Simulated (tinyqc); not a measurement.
IGBT as a p-i-n diode in series with a MOS channel, on-state and switching loss: one step of the calculation.

High injection (n = p) in a drift layer from x = -W/2 (anode) to +W/2 (cathode side), recombination only in the layer with lifetime tau, ideal emitters. The channel feeds the cathode side and carries the whole current. Auger recombination, carrier-carrier scattering, emitter losses and the carrier dip under the p body are left out.

Problem. Stored charge, losses and the unipolar alternative. Stored charge tau J, turn-off energy Eoff = ks tau J Vdc, loss at half duty 0.5 J Von + f Eoff. A unipolar device on the same layer has Vu = J (W/(q mn Nd) + Rch).

Inputs (values chosen for the exercise); material values close to those of silicon: electron mobility mn = 997 cm^2/(V s); width of the drift layer W = 350 um; doping of the drift layer Nd = 1.8e13 cm^-3; high-injection lifetime tau = 14 us; current density J = 50 A/cm^2; channel and accumulation resistance Rch = 1.8 mohm cm^2; link voltage Vdc = 1800 V; turn-off energy per stored charge and link voltage ks = 0.07; switching frequency f = 10 kHz.

Constants: q = 1.602176634e-19 C. Results are converted to the units shown.

Von = 0.95012105 V

Wanted: stored charge; Eoff; conduction loss; switching loss; Vu.

Solution.

stored charge = 700.00 uC/cm^2
Eoff = 88.200 mJ/cm^2
conduction loss = 23.753 W/cm^2
switching loss = 882.00 W/cm^2
Vu = 608.73 V

Both losses would be equal at f = 0.269 kHz.

Program tinyqc, `OMP_NUM_THREADS=1 python tinyqc.py 2590123 2590124 out.jsonl`; Intel Xeon 2.30GHz, shared host, one thread, about 0.01 s.
